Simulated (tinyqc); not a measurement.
Raman line shape of confined optical phonons and breathing modes of small crystals: one step, computed by the program tinyqc. Command: `OMP_NUM_THREADS=1 python tinyqc.py 3007036 3007037 out.jsonl confine walk`. One thread of a shared host (Intel(R) Xeon(R) Processor @ 2.30GHz), about 0.03 s of CPU time with the checks.

Confinement in 1 direction(s) lets phonons with q away from zero scatter light. q is in units of 2 pi/a, from 0 to 1, and the branch is isotropic: omega(q)^2 = (omega_0^2 + omega_X^2)/2 + ((omega_0^2 - omega_X^2)/2) cos(pi q). The model and its constant beta are phenomenological; beta = 8 is the common choice.

Problem. Range of wave vectors. Weight W(q) = q^0 exp(-(2 L q/a)^2/(2 beta)) dq, that is exp(-k^2 L^2/(2 beta pi^2)) for k = 2 pi q/a. Width q_c = a sqrt(2 beta)/(2 L), where the exponential falls to 1/e; curvature of the branch: omega(q) = omega_0 - c q^2, c = pi^2 (omega_0^2 - omega_X^2)/(8 omega_0); for small q_c the mean of q^2 is (number of confined directions) q_c^2/2, and the mean shift is -c times that.

Inputs (values chosen for the exercise, modelled on silicon):
```
quantity                                value      unit
bulk frequency omega_0                  520.9      1/cm
frequency at the zone boundary omega_X    422      1/cm
lattice constant a                      5.431  angstrom
size L                                    2.8        nm
confinement constant beta                   4         -
```

Shape: film.

Give: q_c; curvature c; mean shift, quadratic estimate; omega(q_c) - omega_0.

Solution.

q_c = 0.2743 2 pi/a

curvature c = 220.9 1/cm

mean shift, quadratic estimate = -8.309 1/cm

omega(q_c) - omega_0 = -15.86 1/cm

Caution: below about 3 nm surface bonds and discrete modes make the bulk branch a poor guide.
